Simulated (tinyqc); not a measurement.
Inside a calculation. Method: harmonic frequencies on the RHF/sto-3g surface (energies and gradients from PySCF), for H3-, spin multiplicity 1. The basis has no diffuse functions, so it cannot describe the extra electron: this is an exercise in the method, not the real anion. One step of it, computed by the program tinyqc.

Problem. One row of the Hessian: 3Hy. Displace 3Hy by +/-0.005 bohr; H(k, :) = (g(+) - g(-)) / (2 delta).

optimised positions (bohr):
```
,x,y,z
1H,0.092374,-1.248913,-0.019598
2H,-0.001259,0.453565,0.802585
3H,-0.094895,2.155951,1.624524
```

gradient at +delta (hartree/bohr):
```
,x,y,z
1H,0.00002955,-0.00037931,-0.00026821
2H,-0.00000703,-0.00018930,0.00007926
3H,-0.00002252,0.00056861,0.00018895
```

gradient at -delta (hartree/bohr):
```
,x,y,z
1H,-0.00003311,0.00043326,0.00028193
2H,0.00000779,0.00019460,-0.00005082
3H,0.00002532,-0.00062786,-0.00023112
```

Give: row of the Hessian.

Solution.

row of the Hessian (hartree/bohr^2): 1Hx 0.006266, 1Hy -0.081257, 1Hz -0.055014, 2Hx -0.001482, 2Hy -0.038390, 2Hz 0.013008, 3Hx -0.004784, 3Hy 0.119647, 3Hz 0.042006
